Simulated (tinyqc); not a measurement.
## p-n diode with diffusion and depletion-layer recombination: effect of the donor density

Abrupt junction in the depletion approximation, low injection, full ionisation, neutral widths fixed, ohmic contact on the p side. Vj is the junction voltage; where a series resistance Rs is given, V = Vj + J Rs is the terminal voltage.

ni = sqrt(Nc Nv) exp(-Eg/(2 Vt)), Eg in volts; D = mu Vt; Ln = sqrt(Dn tn), Lp = sqrt(Dp tp); J0n = q ni^2 Dn coth(wp/Ln)/(Ln Na); J0p = (q ni^2 Dp/(Lp Nd)) (s + tanh(wn/Lp))/(1 + s tanh(wn/Lp)), s = Sp Lp/Dp. J_diff = (J0n + J0p)(exp(Vj/Vt) - 1). Vbi = Vt ln(Na Nd/ni^2), W = sqrt(2 eps0 eps_r (Vbi - Vj)(1/Na + 1/Nd)/q), xp = W Nd/(Na + Nd), xn = W Na/(Na + Nd); u(x) = q Na (x + xp)^2/(2 eps0 eps_r) for x < 0 and Vbi - Vj - q Nd (xn - x)^2/(2 eps0 eps_r) for x > 0; p = Na exp(-u/Vt), n = Nd exp((u - Vbi + Vj)/Vt); U = ni^2 (exp(Vj/Vt) - 1)/(tp (n + ni exp(Et/Vt)) + tn (p + ni exp(-Et/Vt))); J_scr = q times the integral of U from -xp to xn. J = J_diff + J_scr.

Parameters, values chosen for the exercise; band and dielectric values close to those of indium phosphide:
```
symbol,value,unit,meaning
T,450,K,temperature
Eg,1.33,eV,band gap
eps_r,12.3,,relative permittivity
Nc,1.07e18,cm^-3,conduction-band density of states at T
Nv,1.98e19,cm^-3,valence-band density of states at T
Na,2.9e18,cm^-3,acceptor density
mun,750,cm^2/(V s),electron mobility in the p side
mup,140,cm^2/(V s),hole mobility in the n side
tn,2e-9,s,electron lifetime
tp,4e-8,s,hole lifetime
wp,19,um,neutral width of the p side
wn,3.1,um,neutral width of the n side
Sp,1e5,cm/s,recombination velocity at the n contact
Et,0,eV,trap level above the intrinsic level
Vj,0.61,V,junction voltage at which recombination is evaluated
```

Constants: q = 1.602176634e-19 C, kB = 1.380649e-23 J/K, Vt = kB T/q, eps0 = 8.8541878128e-14 F/cm where lengths are in cm. Results are converted to the units shown.

The same in every row: J0n (A/cm^2) = 1.796e-10; wn/Lp = 0.6652.

Effect of the donor density:

| Nd (cm^-3) | J0p (A/cm^2) | J_diff (A/cm^2) | J_scr (A/cm^2) | J_scr/J (%) |
|---|---|---|---|---|
| 1e15 | 7.694e-8 | 0.5234 | 0.09774 | 15.73 |
| 2.4e15 | 3.206e-8 | 0.2188 | 0.05384 | 19.75 |
| 6e15 | 1.282e-8 | 0.08826 | 0.02952 | 25.06 |
| 1.5e16 | 5.129e-9 | 0.03603 | 0.01661 | 31.55 |
| 3.6e16 | 2.137e-9 | 0.01573 | 0.009775 | 38.33 |
| 8.8e16 | 8.743e-10 | 0.007153 | 0.005777 | 44.68 |
| 2.1e17 | 3.664e-10 | 0.003706 | 0.003502 | 48.58 |

What does the table show?

As Nd goes from 1e15 to 2.1e17, J0p falls from 7.69e-8 to 3.66e-10 A/cm^2, J_scr falls from 0.0977 to 0.00350 A/cm^2 and its share rises from 15.7 to 48.6 %. J0p goes as Nd^(-1.00) at the start and Nd^(-1.00) at the end.

Computed by the program tinyqc: `OMP_NUM_THREADS=1 python tinyqc.py 2260124 2260125 out.jsonl`, one thread of a shared Intel Xeon 2.30GHz, about 0.01 s for the whole run.
